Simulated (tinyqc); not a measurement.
Inside a calculation: interface roughness in a thin film (subband fluctuation and scattering). Values are carried at full precision from step to step, so a last printed digit may differ when a step is redone from the rounded ones.

Square well of width t, barriers V0, c = hbar^2/2m0: E1 solves k t + 2 atan[(k/mz)/(kappa/mb)] = pi, k = sqrt(mz E/c), kappa = sqrt(mb (V0 - E)/c). One interface is rough, so the subband edge fluctuates by G dt with G = |dE1/dt| (central difference of 0.01 angstrom; 2 E1/t for hard walls).

Constants: hbar^2/2m0 = 3.80998211 eV angstrom^2; e^2/(4 pi eps0) = 14.39964547 eV angstrom; hbar = 6.58211957e-16 eV s.

Values chosen for the exercise (near those of a thin InGaAs channel; shifted at random, so the results belong to these values and not to a real crystal): t = 70 angstrom (film thickness); mz = 0.046 m0 (confinement mass); V0 = 2.07 eV (barrier); mb = 0.24 m0 (barrier mass); D = 3.7 angstrom (rms height of the roughness); md = 0.045 m0 (mass in the plane); gv = 1 (valleys); Lc = 20 angstrom (correlation length); Ns = 2.9 x 1e12/cm^2 (sheet density); eps = 10.5 (mean dielectric constant at the channel); Lg = 150 angstrom (gate length); Wg = 250 angstrom (gate width).

## Sensitivity of the level to thickness

Give E1, G, the hard-wall values and the rms fluctuation G D.

E1 = 85.90 meV
G = |dE1/dt| = 1.8061 meV/angstrom

hard walls: E1 (meV) and G (meV/angstrom): 166.828  4.767

G D = 6.68 meV

Hard walls overstate G by a factor 2.64, and the scattering rate, which goes as G^2, by 6.97.

## The angular integrand

Gaussian roughness spectrum S(q) = pi D^2 Lc^2 exp(-q^2 Lc^2/4). Degenerate gas, taken to fill one subband (the second starts to fill once c kF^2/md exceeds E2 - E1, which is not tested here): kF = sqrt(2 pi Ns/gv), q = 2 kF sin(theta/2), 1/tau = (md/(2 pi c hbar)) G^2 times the integral from 0 to pi of S(q)(1 - cos theta)/eps(q)^2 dtheta, eps(q) = 1 + qs/q with screening (qs = gv md q0/(c eps), q0 = e^2/(4 pi eps0), form factors left out, which overstates the screening; other scattering is left out too, so these values lie far above measured mobilities in all but the thinnest films) or 1 without; mobility = tau c2/md with c2 = e/m0 = 1.75882e15 cm^2/(V s^2); 1e12/cm^2 = 1e-4/angstrom^2.

kF, qs, and exp(-q^2 Lc^2/4)(1 - cos theta) without and with the factor 1/eps^2 at theta = 30, 60, ..., 180 degrees.

kF = 0.04269 1/angstrom
qs = 0.0162 1/angstrom

Integrand:
```
theta  q (1/angstrom)   bare  eps(q)  screened
30             0.0221  0.128    1.73    0.0425
60             0.0427  0.417    1.38     0.219
90             0.0604  0.695    1.27     0.432
120            0.0739  0.868    1.22     0.584
150            0.0825  0.945    1.20     0.660
180            0.0854  0.965    1.19     0.682
```

kF Lc = 0.85: the roughness is short-ranged for these electrons, and back-scattering dominates.

## Scattering time and mobility

Integrate over theta.

Results:
```
case      integral  tau (fs)  mobility (cm^2/(V s))
bare         1.851      3371              1.318e+05
screened     1.193      5231              2.044e+05
```

Screening raises the mobility by a factor 1.6. With it kF l = 2.45e+03, so by this rate the carriers are far from localisation. Phonons, and the gate field that presses carriers to the wall, limit real channels far below this value.

## Threshold variation

Averaged over an area A = Lg Wg much larger than Lc^2, the thickness varies by D sqrt(pi Lc^2/A), so sigma(Vt) = G D Lc sqrt(pi/A)/e; the Pelgrom coefficient is sigma sqrt(A) (1 micrometre = 1e4 angstrom).

rms of the mean thickness = 0.677 angstrom
sigma(Vt) = 1.223 mV
coefficient = 0.0237 mV micrometre

The electrostatic effect of the thickness is left out.

## Checks

- G from the envelope at the wall, psi(t/2)^2 (E1 + c mz (kappa/mb)^2), against the difference quotient, meV/angstrom: both 1.806.
- Bare integral for Lc -> 0 against pi: both 3.1416.

(tinyqc, `OMP_NUM_THREADS=1 python tinyqc.py 1252728 1252729 out.jsonl`, Intel(R) Xeon(R) Processor @ 2.30GHz, 1 thread, shared host, about 0.01 s.)
